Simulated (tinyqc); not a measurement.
Inside a calculation. Model: frequency dispersion of an accumulation capacitance by border traps, distributed model.

tinyqc, about 0.3 s, one thread, Intel Xeon 2.30GHz (shared host): `OMP_NUM_THREADS=1 python tinyqc.py 2202085 2202086 out.jsonl` Printed values are rounded.

Traps spread evenly through the insulator exchange electrons with the semiconductor by tunnelling, with tau(x) = t0 exp(2 ka x) at depth x from the interface. The admittance per area Y seen at depth x obeys dY/dx = -Y^2/(i w eps0 eox) + q Nb ln(1 + i w tau)/tau, with Y(0) = i w Cs and w = 2 pi f; the gate sees Y(tox) = G + i w C. Working variable y = Y/(i w), in uF/cm^2. Cox = eps0 eox/tox.

Inputs (values chosen for the exercise); permittivity close to that of hafnium oxide: relative permittivity of the insulator eox = 19.1; insulator thickness tox = 3.2 nm; semiconductor capacitance in accumulation Cs = 2.3 uF/cm^2; density of border traps Nb = 1.8e19 cm^-3 eV^-1; decay constant of the wave function in the insulator ka = 6.3 1/nm; time constant of a trap at the interface t0 = 2e-9 s; frequency f = 10000 Hz; depth down to which the steps are taken xe = 1.1 nm.

Constants: q = 1.602176634e-19 C, eps0 = 8.8541878128e-14 F/cm where lengths are in cm. Results are converted to the units shown.

## Scales and lumped estimate

Cox; trap-free value 1/(1/Cox + 1/Cs); response depth d = ln(1/(w t0))/(2 ka), where w tau = 1; lumped estimate: all traps within d act as C_bt = q Nb d placed at d/2, so C = 1/{1/[1/(1/Cs + d/(2 eps0 eox)) + C_bt] + (tox - d/2)/(eps0 eox)}.

Cox = 5.284843 uF/cm^2
trap-free C = 1.602556 uF/cm^2
d = 0.7128493 nm
C_bt = 0.2055799 uF/cm^2
lumped C = 1.709569 uF/cm^2

The traps within reach amount to 0.0894 Cs and lie in the first 22.3 % of the insulator.

## Midpoint steps through the active depth

In terms of y: dy/dx = -y^2/(eps0 eox) + s(x), s = q Nb ln(1 + z)/z, z = i w tau. 9 midpoint steps of h = xe/9: y_half = y + (h/2) y'(x, y), y(new) = y + h y'(x + h/2, y_half).

```
point     x (nm)      s (uF/(cm^2 nm))         y (uF/cm^2)
0              0  0.2883918-0.0000181i  2.300000+0.000000i
1      0.1222222  0.2883918-0.0000845i  2.297066-0.000005i
2      0.2444444  0.2883911-0.0003943i  2.294227-0.000027i
3      0.3666667  0.2883762-0.0018389i  2.291481-0.000129i
4      0.4888889  0.2880523-0.0085635i  2.288816-0.000606i
5      0.6111111  0.2813130-0.0385497i  2.286055-0.002815i
6      0.7333333  0.2034141-0.1096329i  2.280095-0.011671i
7      0.8555556  0.0671849-0.0865262i  2.258207-0.024795i
8      0.9777778  0.0157203-0.0341858i  2.225863-0.030781i
9            1.1  0.0034313-0.0107079i  2.191508-0.032128i
```

## Capacitance and conductance at the gate

y at xe = 2.191508-0.032128i uF/cm^2

Beyond xe the traps are ignored, so 1/y(tox) = 1/y(xe) + (tox - xe)/(eps0 eox); C = Re y, G/w = -Im y, loss tangent G/(w C).

y at the gate = 1.722766-0.019852i uF/cm^2
C = 1.722766 uF/cm^2
G/w = 0.01985239 uF/cm^2
loss tangent = 0.01152356

A fine integration over the whole insulator gives C = 1.7231 and G/w = 0.02049 uF/cm^2; the coarse G/w is 3.1 % below that. The fine C is 7.5 % above the trap-free value, and the lumped estimate is 0.78 % below the fine result.
